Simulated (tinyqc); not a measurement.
## Ideality, resistance and saturation current from three points

Question. Well above I0 a diode obeys V = n Vt ln(I/I0) + Rs I. Find n, Rs and I0.

Values chosen for this exercise:
- T = 300 K (temperature)

Constants: q = 1.602176634e-19 C, kB = 1.380649e-23 J/K, Vt = kB T/q. Results are converted to the units shown.

I (A): 0.00017  0.002  0.025
V (V): 0.45991183  0.54246293  0.78548168

Solution. The equation is linear in a = n Vt, Rs and c = -a ln I0; three points give a 3 x 3 system.

n = 1.080
Rs = 7.500 ohm
I0 = 1.249e-11 A

tinyqc, about 0.01 s, one thread, Intel Xeon 2.30GHz (shared host): `OMP_NUM_THREADS=1 python tinyqc.py 2640072 2640073 out.jsonl`
